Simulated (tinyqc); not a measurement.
What each parameter does: thin-body film or fin with hard walls, valleys of the Si type.

Six ellipsoidal valleys with their long axes along the cube axes, mass ml along the axis and mt across it. For a valley whose axis makes the angle theta with the surface normal, 1/m_z = cos^2(theta)/ml + sin^2(theta)/mt sets the confinement; in the plane the masses are m_1 = mt and m_2 = ml mt/m_z, and m_d = sqrt(m_1 m_2).

A film of thickness t between hard walls, flat band inside: E_n = c (n pi/t)^2/m_z above the bulk edge, c = hbar^2/2m0. Without degeneracy the sheet density is N2 exp((EF - Ec)/kB T) with N2 = sum_i g m_d/(2 pi c) kB T exp(-E_i/kB T) over n = 1 to 40 of each group; a classical film has t Nc with Nc = 2 g_all (m_dos kB T/(4 pi c))^(3/2), m_dos = (ml mt^2)^(1/3). The threshold shift is dVt = kB T ln(t Nc/N2).

Constants: hbar^2/2m0 = 3.80998211 eV angstrom^2; kB = 8.617333262e-05 eV/K.

Parameters, chosen for this exercise (near those of Si; not measured data):
- ml = 0.921 m0 (longitudinal mass)
- mt = 0.187 m0 (transverse mass)
- face = 111 (face of the film or side wall of the fin)
- T = 300 K (temperature)
- t = 78 angstrom (body thickness)
- g_all = 6 (number of valleys)

E1 is the lowest level, and the share is that of its group in N2.

Results for these values:
```
case  E1 (eV)  share (%)  dVt (mV)  Nc (1e19/cm^3)
base   0.0243      100.0      20.4           2.702
```

What happens to each result for mt = 0.206 m0, all else kept?

Answer: E1 falls from 0.0243 to 0.0222; share does not change at the printed digits; dVt falls from 20.4 to 19.2; Nc rises from 2.702 to 2.977.

The same for each parameter in turn:
```
case             E1 (eV)  share (%)  dVt (mV)  Nc (1e19/cm^3)
base              0.0243      100.0      20.4           2.702
t = 84 angstrom   0.0209      100.0      18.3           2.702
T = 270 K         0.0243      100.0      20.0           2.307
ml = 1.013 m0     0.0241      100.0      20.3           2.834
mt = 0.206 m0     0.0222      100.0      19.2           2.977
```

tinyqc: `OMP_NUM_THREADS=1 python tinyqc.py 1252492 1252493 out.jsonl`; about 0.01 s, one thread, shared Intel(R) Xeon(R) Processor @ 2.30GHz.
